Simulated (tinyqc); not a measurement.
Across the tunnelling window: band-to-band tunnelling across a p-n junction in a two-band chain.

Sites alternate A at -Eg/2 and C at +Eg/2 with hopping -t; near the edges, with k counted from the zone boundary pi/a, E^2 = (Eg/2)^2 + (t a k)^2, so t = sqrt(c Eg/m)/a gives the mass m, c = hbar^2/2m0. In the gap cosh(q a) = 1 + (Eg^2/4 - e^2)/(2 t^2), e the energy from the local mid-gap. The potential is V0 = Eg + ov on the p side (left), 0 on the n side, and falls linearly over the 2N sites of the junction, V_j = V0 (1 - j/(2N + 1)), j = 1 to 2N, site 1 being A. E = Eg/2 + x ov. A half chain that ends on a site of level e1 with neighbour e2 has g = (1 + z)/(E - e1), z = exp(-/+ i k a) the root with Im g < 0, cos(k a) = (E - e1)(E - e2)/(2 t^2) - 1. S_L = t^2 g (ending on C, shifted by V0), S_R = t^2 g (starting on A). T = 4 Im(S_L) Im(S_R) |G_(1,2N)|^2.

Constants: hbar^2/2m0 = 3.80998211 eV angstrom^2; e^2/h = 3.874045865e-05 S.

Parameters, chosen for this exercise (gap and mass near those of GaAs; not measured data): Eg = 1.401 eV (gap); m = 0.0769 m0 (mass of electron and light hole); a = 5 angstrom (period (two sites)); ov = 0.11 eV (overlap: top of the valence band on the p side above the conduction edge on the n side); Nw = 30 (periods in the junction).

N = Nw. The mean of T over the window uses 12 Gauss-Legendre points in x; the current of one channel with both spins, all states in the window full on the p side and empty on the n side, is (2e^2/h) <T> ov. WKB: exp(-2 I/F), I = pi Eg^2/(8 t a), F = V0/((2N + 1) a/2).

Against energy:
```
x     E (eV)         T  T over WKB
0.02  0.7027  5.35e-09       0.690
0.10  0.7115  1.12e-08       1.445
0.20  0.7225  1.46e-08       1.884
0.35  0.7390  1.71e-08       2.198
0.50  0.7555  1.77e-08       2.288
0.65  0.7720  1.71e-08       2.198
0.80  0.7885  1.46e-08       1.884
0.98  0.8083  5.35e-09       0.690
```

Give the missing row, x = 0.90, E (eV) = 0.7995.

Computed row:
```
x     E (eV)         T  T over WKB
0.90  0.7995  1.12e-08       1.445
```

mean T = 1.42e-08
current = 1.21e-07 microampere

WKB gives one value for the whole window, since the path through the gap is the same. The chain is symmetric about x = 0.5, where it gives 2.29 times WKB; among these rows it is largest at x = 0.5 (2.29), and it has 0.69 at x = 0.02 on its way to zero at the ends, where the velocity in one lead vanishes. The variation comes from the reflections where the field begins and ends, whose distance from the turning points changes with x.

Program tinyqc; command `OMP_NUM_THREADS=1 python tinyqc.py 1450726 1450727 out.jsonl`; about 0.01 s on one thread of a shared Intel(R) Xeon(R) Processor @ 2.30GHz.
